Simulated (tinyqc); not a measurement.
Inside a calculation. Model: front-illuminated p-i-n photodiode, quantum efficiency and bandwidth.

Numbers from tinyqc (`OMP_NUM_THREADS=1 python tinyqc.py 2250001 2250002 out.jsonl`; about 0.01 s on one thread of a shared Intel Xeon 2.30GHz). Printed values are rounded.

Light enters through a p layer (0 to xp), a depleted layer (xp to xp + wi) and a thick n substrate, decaying as exp(-al x); one pass, no back reflection. Carriers made in the depleted layer are all collected; those in the neutral layers diffuse.

Values chosen for this exercise; values close to those of germanium at this wavelength:
```
symbol   value    unit                                         meaning
lam       1310      nm                                      wavelength
al        6890    1/cm                          absorption coefficient
Rf        0.02                           reflectance of the front face
eps_r     15.7                                   relative permittivity
xp        0.52      um                  thickness of the front p layer
wi         1.7      um                 thickness of the depleted layer
Dn          35  cm^2/s   electron diffusion coefficient in the p layer
Ln         3.1      um        electron diffusion length in the p layer
S         4000    cm/s     recombination velocity of the front surface
Lp          23      um  hole diffusion length in the thick n substrate
ve      6.23e6    cm/s                         electron drift velocity
vh      4.15e6    cm/s                             hole drift velocity
dia         54      um                                        diameter
RL          50     ohm                                 load resistance
Cp         100      fF                           parasitic capacitance
f           15     GHz                            modulation frequency
```

Constants: q = 1.602176634e-19 C, h = 6.62607015e-34 J s, c = 299792458 m/s, eps0 = 8.8541878128e-14 F/cm where lengths are in cm. Results are converted to the units shown.

## Quantum efficiency

k = al Ln, s = S Ln/Dn, e = exp(-al xp); front layer f1 = (k/(k^2 - 1)) {[s + k - e (s cosh(xp/Ln) + sinh(xp/Ln))]/[s sinh(xp/Ln) + cosh(xp/Ln)] - k e}; depleted layer f2 = e (1 - exp(-al wi)); substrate f3 = e exp(-al wi) al Lp/(1 + al Lp); external efficiency (1 - Rf)(f1 + f2 + f3); responsivity = efficiency q lam/(h c).

s = 0.0354286
f1 = 0.297288
f2 = 0.482251
f3 = 0.203768
external efficiency = 0.963641
responsivity = 1.01817 A/W

The front layer absorbs 30.1 % of the light that enters and collects 98.7 % of that. Diffusion from the neutral layers makes up 51.0 % of the current.

## Response at one frequency

Drift response for pairs made in the depleted layer, a = al wi, g = 1 - exp(-a), u = 2 pi i f, te = wi/ve, th = wi/vh: electrons He = [g - a (exp(-a) - exp(-u te))/(u te - a)]/(u te g), holes Hh = [g - a (1 - exp(-a - u th))/(a + u th)]/(u th g); C = eps0 eps_r pi (dia/2)^2/wi + Cp; total |He + Hh|/sqrt(1 + (2 pi f RL C)^2), for the current of the depleted layer alone.

te = 27.2873 ps
th = 40.9639 ps
He = 0.297080-0.385685i
Hh = 0.135062-0.241294i
|He + Hh| = 0.761479
C = 287.274 fF
total response = 0.452442

The drift response alone falls to 1/sqrt(2) at 16.9 GHz and the RC term alone at 11.1 GHz; together they give 8.92 GHz.
